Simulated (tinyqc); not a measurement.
Tunnelling through a gate dielectric, WKB transmission and Tsu-Esaki current: two steps of the calculation.

Electrons leave the emitter at x = 0. Energies E (motion across the layers) are in eV from the emitter Fermi level; the collector Fermi level lies at -V and offers states at every E. No charge in the dielectric and no image force: F1 = V/t1, U = phi1 - F1 x. With C = hbar^2/(2 m0), kappa = sqrt(m (U - E)/C) where U > E and 0 elsewhere; T(E) = exp(-S), S = 2 times the integral of kappa over x.

Parameters, values chosen for the exercise; dielectric values close to those of silicon dioxide:

| symbol | value | unit | meaning |
|---|---|---|---|
| T | 300 | K | temperature |
| Ef | 0.22 | eV | Fermi energy of the emitter above its band bottom |
| me | 0.97 | m0 | emitter mass in the supply function |
| phi1 | 3.19 | eV | barrier of layer 1 above the emitter Fermi level at zero bias |
| m1 | 0.48 | m0 | tunnelling mass of layer 1 |
| t1 | 1.9 | nm | thickness of layer 1 |
| V | 1.3 | V | voltage across the dielectric |
| E | 0.05 | eV | energy of the electron followed |
| nc | 9 |  | cells in each layer |
| Ea | -0.22 | eV | lower end of the energy grid |
| Eb | 0.26 | eV | upper end of the energy grid |
| nE | 9 |  | points of the energy grid |

Constants: q = 1.602176634e-19 C, kB = 1.380649e-23 J/K, hbar = 1.054571817e-34 J s, m0 = 9.1093837015e-31 kg, Vt = kB T/q, hbar^2/(2 m0) = 0.0380998212 eV nm^2. Results are converted to the units shown.

Problem 1. WKB exponent by the midpoint rule. Cut each layer into nc equal cells, take U and kappa at the cell centres, and sum S = 2 sum kappa h.

Give: x; U; kappa; S; T(E).

Solution 1.

```
cell  x (nm)  U (eV)  kappa (1/nm)
0      0.106   3.118         6.217
1      0.317   2.973         6.069
2      0.528   2.829         5.917
3      0.739   2.684         5.761
4      0.950   2.540         5.601
5      1.161   2.396         5.436
6      1.372   2.251         5.266
7      1.583   2.107         5.090
8      1.794   1.962         4.908
```

S = 21.22
T(E) = 6.067e-10

Problem 2. Current density on a coarse energy grid. Each layer adds (2/F) sqrt(m/C) [G(u at its left edge) - G(u at its right edge)] to S, with u = U - E (0 where negative) and G(u) = (2/3) u^1.5. The slope follows from 1/d = -dS/dE.

J = J0 times the integral of T(E) N(E) dE, N = ln[(1 + exp(-E/Vt))/(1 + exp((-E - V)/Vt))], J0 = q^2 me m0 kB T/(2 pi^2 hbar^3) (times 1e-4 for A/cm^2 per eV), by Simpson's rule on nE equally spaced points from Ea to Eb.

Find: E; T(E); N; T(E) N; J0; J.

Solution 2.

```
point    E (eV)        T(E)          N      T(E) N
0      -0.22000  1.9552e-10     8.5102   1.6639e-9
1      -0.16000  2.5022e-10     6.1911   1.5491e-9
2      -0.10000  3.2113e-10     3.8889   1.2488e-9
3      -0.04000  4.1336e-10     1.7402  7.1934e-10
4       0.02000  5.3370e-10    0.37935  2.0246e-10
5       0.08000  6.9126e-10   0.044300  3.0623e-11
6       0.14000  8.9829e-10  0.0044375  3.9862e-12
7       0.20000   1.1713e-9  4.3657e-4  5.1137e-13
8       0.26000   1.5328e-9  4.2873e-5  6.5717e-14
```

J0 = 4.0581e8 A/(cm^2 eV)
J = 0.11179 A/cm^2

The integrand peaks at E = -0.220 eV among these points.

tinyqc, about 0.02 s, one thread, Intel Xeon 2.30GHz (shared host): `OMP_NUM_THREADS=1 python tinyqc.py 2540010 2540011 out.jsonl`
